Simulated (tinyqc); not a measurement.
# Worked calculation: hot electrons in a saturated n-channel MOSFET, lucky-electron model

Computed by the program tinyqc: `OMP_NUM_THREADS=1 python tinyqc.py 2550064 2550065 out.jsonl`, one thread of a shared Intel Xeon 2.30GHz, about 0.01 s for the whole run. Printed values are rounded.

Beyond pinch-off the lateral field grows as Esat cosh(y/l) over the velocity-saturated region (pseudo-two-dimensional model). Impact ionisation in this region gives the substrate current, which biases the body forward through Rsub. Currents are per width. Local-field laws: they overstate ionisation when the field peak is narrower than an energy relaxation length.

Values chosen for this exercise; values close to those of silicon n-channel devices: channel length L = 1.2 um; oxide thickness tox = 24 nm; junction depth xj = 450 nm; threshold VT = 0.78 V; effective mobility mu = 430 cm^2/(V s); saturation velocity vs = 9.3e6 cm/s; ionisation prefactor Ai = 2e6 1/cm; ionisation field Bi = 1.87 MV/cm; resistance of the lightly doped drain Rd = 400 ohm um; substrate resistance Rsub = 15000 ohm um; fall of VT per volt of forward body bias kb = 0.42; hot-electron mean free path lm = 9.4 nm; oxide barrier pb = 3.2 V; prefactor of the gate current Cg = 0.0012; lifetime exponent m = 2.8; lifetime constant Hl = 33000 s uA/um; drain voltage Vd = 4.3 V; gate voltage Vg = 2 V.

Constants: eps0 = 8.8541878128e-14 F/cm where lengths are in cm. Results are converted to the units shown.

## Length and field scales

Cox = 3.9 eps0/tox, l = sqrt(3 tox xj), Esat = 2 vs/mu.

Cox = 0.143881 uF/cm^2
l = 180 nm
Esat = 0.0432558 MV/cm
Esat L = 5.19070 V

## Iteration 1: body bias from the substrate current

Vb at the start = 0 V

Cox = 3.9 eps0/tox. Overdrive g = Vg - VT + kb Vb; Vdsat = g Esat L/(g + Esat L); Id = Cox vs (g - Vdsat); dV = Vd - Id Rd - Vdsat; Em = sqrt((dV/l)^2 + Esat^2); Isub = Id (Ai/Bi) l Em exp(-Bi/Em). Vb(new) = Rsub Isub.

Vdsat = 0.987826 V
Id = 31.0670 uA/um
dV = 3.29975 V
Em = 0.188353 MV/cm
Isub = 0.00549537 uA/um
Vb after iteration 1 = 8.24306e-5 V

## Iteration 2: body bias from the substrate current

As before.

Vdsat = 0.987848 V
Id = 31.0686 uA/um
dV = 3.29972 V
Em = 0.188352 MV/cm
Isub = 0.00549525 uA/um
Vb after iteration 2 = 8.24288e-5 V

## Course of the iteration: body bias from the substrate current

Stop when Vb changes by less than 1e-9 V, or after 60 iterations.

Course of the iteration:
```
iteration      Vb (V)  |change| (V)
1          8.24306e-5       8.24e-5
2          8.24288e-5       1.80e-9
3          8.24288e-5      3.94e-14
```

Converged in 3 iterations. The change falls from 8.2e-5 in the first iteration to below the tolerance in the last.

## Gate current, lifetime and channel shortening

Id = 31.0686 uA/um
dV = 3.29972 V
Em = 0.188352 MV/cm
Isub = 0.00549525 uA/um

Ig = Cg Id exp(-pb/(lm Em)); lifetime tau = (Hl/Id)(Isub/Id)^(-m); length of the saturated region dL = l ln[(dV/l + Em)/Esat]. 1 year = 3.15576e7 s.

Isub/Id = 1.76875e-4
Ig = 5.27372e-4 pA/um
tau = 1.08050e6 years
dL = 387.158 nm

The lifetime exceeds ten years. Integrating Ai exp(-Bi/E) over the cosh profile gives Isub/Id = 1.67e-4, so the closed form is 5.7 % above it.
